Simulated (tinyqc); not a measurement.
What moves the results: round or elliptic silicon nanowire with anisotropic valleys (Ritz method). A value that a table varies takes the place of the one given here.

Wire along x = [110] on a (001) wafer, y = [-110], z = [001]. Valley groups (w = inverse masses): A, two valleys along z: w_y = 1/mt, w_z = 1/ml, m_x = mt; B, four valleys in the wafer plane: w_y = (1/ml + 1/mt)/2, w_z = 1/mt, m_x = (ml + mt)/2.

Hard wall on the ellipse (y/a)^2 + (z/b)^2 = 1, c = hbar^2/2m0. With u = y/a, v = z/b the operator is -c [(w_y/a^2) d2/du2 + (w_z/b^2) d2/dv2] on the unit disc. Basis (1 - u^2 - v^2) u^i v^j; S, X and Y are the disc integrals of f f', (df/du)(df'/du) and (df/dv)(df'/dv), from the integral of u^p v^q = 2 Gamma((p+1)/2) Gamma((q+1)/2)/((p + q + 2) Gamma((p+q+2)/2)) for even p, q; H = c (w_y X/a^2 + w_z Y/b^2).

Converged values use 21 functions of each parity class (e or o in u, then in v).

Constants: hbar^2/2m0 = 3.80998211 eV angstrom^2.

Parameters, chosen for this exercise (near those of a Si nanowire; the results hold for these values, not for the real material):

| symbol | value | unit | meaning |
|---|---|---|---|
| ml | 0.919 | m0 | longitudinal mass |
| mt | 0.19 | m0 | transverse mass |
| a | 30 | angstrom | semi-axis along y |
| b | 37 | angstrom | semi-axis along z |
| asp | (0.4, 0.6, 0.8, 1, 1.3, 1.8, 2.5) |  | ratios a/b |
| area | 34.9 | nm^2 | cross-section, kept fixed |
| hw | 1 |  | height over mean width |

## Size of the basis

Lowest level of each group with 1, 3, 6 and 21 even functions.

Levels (meV):

| functions | A | B |
|---|---|---|
| 1 | 75.93 | 84.27 |
| 3 | 71.33 | 81.24 |
| 6 | 71.20 | 81.22 |
| 21 | 71.20 | 81.22 |

What can be read from the table?

One function errs by 6.6 % for A and 3.8 % for B, six by 0.0015 and 1.4e-05 meV. The error grows with the axis ratio of the stretched ellipse (2.71, 1.04); for a circle it is 6/5.783 - 1 = 3.7 %.

## Flattening the wire at fixed area

a = sqrt(area x ratio/pi), b = a/ratio, 1 nm^2 = 100 angstrom^2; lowest level of each group.

Levels (eV):

| a/b | a (angstrom) | b (angstrom) | A | B |
|---|---|---|---|---|
| 0.4 | 21.1 | 52.7 | 0.1256 | 0.0984 |
| 0.6 | 25.8 | 43.0 | 0.0893 | 0.0837 |
| 0.8 | 29.8 | 37.3 | 0.0718 | 0.0811 |
| 1.0 | 33.3 | 33.3 | 0.0619 | 0.0835 |
| 1.3 | 38.0 | 29.2 | 0.0538 | 0.0914 |
| 1.8 | 44.7 | 24.8 | 0.0484 | 0.1093 |
| 2.5 | 52.7 | 21.1 | 0.0478 | 0.1378 |

What can be read from the table?

Each group is lowest where its stretched ellipse is a circle, at a/b = sqrt(w_y/w_z): 2.20 for A and 0.78 for B. The lowest group is B in the first row and A in the last, crossing between a/b = 0.6 and 0.8; B - A is -27 meV in the first row and +90 meV in the last.

## Shape of the cross-section

Equal area, hard walls, lowest level of -c (w_y d2/dy2 + w_z d2/dz2), c = hbar^2/2m0. Rectangle W x H with H/W = hw; ellipse with b/a = hw; trapezoid of height H, base W/0.8 and top 0.6 of the base; isosceles triangle of height H and base 2W. Ellipse, trapezoid and triangle by converged Ritz bases; 1 nm^2 = 100 angstrom^2.

Levels:

| shape | A (eV) | B (eV) | B - A (meV) |
|---|---|---|---|
| rectangle | 0.0684 | 0.0909 | 22.5 |
| ellipse | 0.0619 | 0.0835 | 21.6 |
| trapezoid | 0.0673 | 0.0927 | 25.4 |
| triangle | 0.0604 | 0.1203 | 59.9 |

W = 59.1 angstrom
H = 59.1 angstrom

How do the results move?

For group A the order is triangle, ellipse, trapezoid, rectangle, spanning 13 %. For group B the order is ellipse, rectangle, trapezoid, triangle, spanning 44 %. The ellipse lies below the rectangle for both groups, since corners hold little of the wave function. The triangle is lowest for A, whose light mass lies across the width and gains from the wide base. The spacing B - A of the valley groups runs from 22 to 60 meV.

## What each parameter does

Lowest level of groups A and B. Each row changes one parameter from the base and keeps the others.

Results:

| case | A (eV) | B (eV) | B - A (meV) |
|---|---|---|---|
| base | 0.0712 | 0.0812 | 10.0 |
| a = 28 angstrom | 0.0802 | 0.0870 | 6.8 |
| b = 40 angstrom | 0.0697 | 0.0751 | 5.4 |
| ml = 1.029 m0 | 0.0701 | 0.0805 | 10.4 |
| mt = 0.209 m0 | 0.0657 | 0.0744 | 8.8 |

What does this show?

The largest shifts from the base row, up to three for each result and ties (the steps differ in size, so this ranks the rows, not the parameters). A (eV): a +0.0090, mt -0.0055, b -0.0015. B (eV): mt -0.0068, b -0.0061, a +0.0058. B - A (meV): b -4.6, a -3.2, mt -1.2.

tinyqc: `OMP_NUM_THREADS=1 python tinyqc.py 1251436 1251437 out.jsonl`; about 0.04 s, one thread, shared Intel(R) Xeon(R) Processor @ 2.30GHz.
